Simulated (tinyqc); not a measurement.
What moves lifetime and leakage: Shockley-Read-Hall recombination through one deep level.

One level at Et with degeneracy 1: tn = 1/(sn vth Nt), tp = 1/(sp_ vth Nt), n1 = Nc exp((Et - Eg)/kT), p1 = Nv exp(-Et/kT), ni^2 = n1 p1. Equilibrium p0 = Nm, n0 = ni^2/Nm; n = n0 + dn, p = p0 + dn. U = (n p - ni^2)/(tp (n + n1) + tn (p + p1)), lifetime dn/U; emission rates en = sn vth n1, ep = sp_ vth p1.

Constants: kB = 8.617333262e-05 eV/K.

Inputs chosen for the exercise (gap and densities of states near those of Si at this temperature; not measured data): Eg = 1.114 eV (gap); Nc = 3.48e+19 1/cm^3 (conduction-band density of states); Nv = 1.44e+19 1/cm^3 (valence-band density of states); T = 350 K; Et = 0.729 eV (recombination level above Ev); Nt = 1.1e+13 1/cm^3 (defects); sn = 1.2e-14 cm^2 (electron capture cross-section); sp_ = 1.9e-15 cm^2 (hole capture cross-section); vth = 23000000 cm/s (thermal velocity, both carriers); Nm = 1.3e+15 1/cm^3 (equilibrium holes for the lifetime steps); dn = 1.9e+13 1/cm^3 (excess pairs).

G = Nt en ep/(en + ep).

Results for these values:

| case | lifetime (microsecond) | G (1/(cm^3 s)) |
|---|---|---|
| base | 0.5163 | 2.20e+14 |

What happens to each result for sp_ = 3.8e-15 cm^2, all else kept?

Answer: lifetime falls from 0.5163 to 0.4228; G rises from 2.20e+14 to 4.41e+14.

The same for each parameter in turn:

| case | lifetime (microsecond) | G (1/(cm^3 s)) |
|---|---|---|
| base | 0.5163 | 2.20e+14 |
| Et = 0.769 eV | 0.9505 | 5.85e+13 |
| sn = 2.4e-14 cm^2 | 0.3516 | 2.20e+14 |
| sp_ = 3.8e-15 cm^2 | 0.4228 | 4.41e+14 |
| Nt = 5.5e+12 1/cm^3 | 1.033 | 1.10e+14 |
| Nm = 3.9e+15 1/cm^3 | 0.3923 | 2.20e+14 |
| dn = 5.7e+13 1/cm^3 | 0.5693 | 2.20e+14 |

Program tinyqc; command `OMP_NUM_THREADS=1 python tinyqc.py 1650767 1650768 out.jsonl`; about 0.01 s on one thread of a shared Intel(R) Xeon(R) Processor @ 2.30GHz.
